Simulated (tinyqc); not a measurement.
# Worked calculation: octagonal on-chip spiral inductor, lumped pi model

tinyqc, about 0.01 s, one thread, Intel Xeon 2.30GHz (shared host): `OMP_NUM_THREADS=1 python tinyqc.py 2302149 2302150 out.jsonl` Printed values are rounded.

Outer diameter do = di + 2 n wd + 2 (n - 1) sp, mean da = (do + di)/2, fill p = (do - di)/(do + di), length l = 3.314 n da. L = 2.25 mu0 n^2 da/(1 + 3.55 p), mu0 = 4 pi 1e-7 H/m. Rs = rho l/(wd delta (1 - exp(-th/delta))), delta = sqrt(rho/(pi f mu0)). Cs = n wd^2 eps0 eo/hu across the coil. At each end Cox = l wd eps0 eo/(2 ho) leads to the substrate branch Rsi = 2 rs he/(l wd) in parallel with Csi = l wd eps0 11.7/(2 he). With one end grounded Y = 1/(Rs + i w L) + i w Cs + 1/[1/(i w Cox) + 1/(1/Rsi + i w Csi)], w = 2 pi f; Q = -Im Y/Re Y. Eddy currents in neighbouring turns and in the substrate are left out.

Inputs (values chosen for the exercise); values of the order met in silicon radio-frequency processes:

| symbol | value | unit | meaning |
|---|---|---|---|
| n | 4.5 |  | number of turns |
| wd | 6 | um | line width |
| sp | 1.5 | um | space between turns |
| di | 60 | um | inner diameter |
| th | 0.9 | um | metal thickness |
| rho | 2.2 | uohm cm | metal resistivity |
| ho | 3.5 | um | oxide below the coil |
| hu | 1 | um | oxide between coil and underpass |
| eo | 4.1 |  | relative permittivity of the oxide |
| rs | 1000 | ohm cm | substrate resistivity |
| he | 80 | um | effective spreading depth in the substrate |
| f | 2.4 | GHz | frequency |

Constants: eps0 = 8.8541878128e-12 F/m. Results are converted to the units shown.

## Geometry and model elements

do, l, L, delta, Rs, Cs, Cox, Rsi and Csi as defined.

do = 124.5 um
l = 1375.724 um
L = 2.356844 nH
delta = 1.523793 um
Rs = 7.421984 ohm
Cs = 5.880952 fF
Cox = 42.80724 fF
Rsi = 1.938373e5 ohm
Csi = 5.344379 fF

Rs is 1.32 times the direct-current value in this empirical form, which overstates the skin effect of a flat slab when delta is near th and so stands in for some current crowding.

## Admittance, quality factor and apparent inductance

Series branch 1/(Rs + i w L), substrate branch, total Y, Q = -Im Y/Re Y, apparent inductance Im(1/Y)/w, metal-only value w L/Rs, share of the loss in the substrate Re(substrate branch)/Re Y.

series branch = 5.63038-26.96121i mS
substrate branch = 0.00407712+0.07167542i mS
Y = 5.63445-26.80085i mS
Q = 4.756602
apparent inductance = 2.369612 nH
w L/Rs = 4.788528
share of the loss in the substrate = 0.07236052 %

Q is 99.3 % of the metal-only value.
